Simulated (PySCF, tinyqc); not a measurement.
Inside a calculation. Method: FCI on RHF in the sto-6g basis, for H3-, spin multiplicity 1. The basis has no diffuse functions, so it cannot describe the extra electron: this is an exercise in the method, not the real anion. The lowest restricted solution is unstable here: a spin-polarised one lies 0.1554 hartree lower (PySCF). One step of it, computed by the program tinyqc.

Problem. FCI: roots. Diagonalise (each vector has its largest component positive (the first on a tie)); all determinants have Ms = 0, so triplets appear too. The lowest singlet root is the correlation energy.

Occupation strings over the orbitals (2 doubly, a alpha, b beta, 0 empty; spin orbitals ordered 1a 1b 2a 2b ...): 220 2ab a2b 2ba b2a 202 ab2 ba2 022

H - E(HF) between determinants (hartree):
```
          220        2ab        a2b        2ba        b2a        202        ab2        ba2
220  0.000000   0.000000   0.000000   0.000000   0.000000   0.119344   0.000000   0.000000
2ab  0.000000  -0.086932   0.000000  -0.119344   0.000000   0.000000  -0.112644   0.178525
a2b  0.000000   0.000000   0.374045   0.000000  -0.169281   0.112644   0.000000   0.000000
2ba  0.000000  -0.119344   0.000000  -0.086932   0.000000   0.000000   0.178525  -0.112644
b2a  0.000000   0.000000  -0.169281   0.000000   0.374045  -0.112644   0.000000   0.000000
202  0.119344   0.000000   0.112644   0.000000  -0.112644   0.035268   0.000000   0.000000
ab2  0.000000  -0.112644   0.000000   0.178525   0.000000   0.000000   0.308326  -0.114033
ba2  0.000000   0.178525   0.000000  -0.112644   0.000000   0.000000  -0.114033   0.308326
022  0.169281   0.000000   0.013297   0.000000  -0.013297   0.114033   0.000000   0.000000

           022
220   0.169281
2ab   0.000000
a2b   0.013297
2ba   0.000000
b2a  -0.013297
202   0.114033
ab2   0.000000
ba2   0.000000
022   0.770898
```

Give: lowest roots of this matrix, relative to E(HF); lowest vectors; <S^2> of these roots; weight of the ground state by excitation level 0, 1, 2, ....

Solution.

lowest roots of this matrix, relative to E(HF) (hartree): -0.217  -0.123  -0.123  0.057  0.205  0.205  0.578  0.578

lowest vectors:
```
     root 1  root 2  root 3  root 4
220   0.000   0.724   0.000   0.654
2ab   0.698   0.000   0.624   0.000
a2b   0.000   0.114   0.000  -0.150
2ba   0.698   0.000  -0.624   0.000
b2a   0.000  -0.114   0.000   0.150
202   0.000  -0.668   0.000   0.679
ab2  -0.112   0.000   0.333   0.000
ba2  -0.112   0.000  -0.333   0.000
022   0.000  -0.055   0.000  -0.258
```

<S^2> of these roots: 2.000  0.000  0.000  0.000  2.000  2.000  0.000  0.000

weight of the ground state by excitation level 0, 1, 2, ...: 0.000  0.975  0.025

The lowest root is not a singlet, so the reference has no weight in it by spin; the weights shown are those of that root. A root of higher spin lies below E(HF).
